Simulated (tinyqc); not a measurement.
Plane-wave Kohn-Sham cycle with exchange-only LDA in a layered model solid, step by step. One step of it, computed by the program tinyqc.

Task: Iteration 2: Hamiltonian at one k. H(m,m') = (k + G_m)^2/2 delta + V(G_m - G_m'), with V(-G) = V(G).

A solid whose potential varies along x alone (atomic units):
```
parameter,value
period a,6.600000
cross-section of the cell,15.000000
electrons per cell,2
grid points,16
"plane waves -n..n, n",3
k points,4
V1 in V1 cos(2 pi x/a),-0.500000
V2 in V2 cos(4 pi x/a),0.010000
```

V(G_m), m = 0, 1, 2, ... (hartree): -0.229876  -0.138225  0.017710  0.000176  0.000379  -0.000128  0.000056

k = 0.125000 2 pi / a

Give: H.

Result:

H (hartree), lower triangle:
```
,-3,-2,-1,+0,+1,+2,+3
-3,3.5157
-2,-0.1382,1.3632
-1,0.0177,-0.1382,0.1171
+0,0.0002,0.0177,-0.1382,-0.2228
+1,0.0004,0.0002,0.0177,-0.1382,0.3436
+2,-0.0001,0.0004,0.0002,0.0177,-0.1382,1.8164
+3,0.0001,-0.0001,0.0004,0.0002,0.0177,-0.1382,4.1954
```
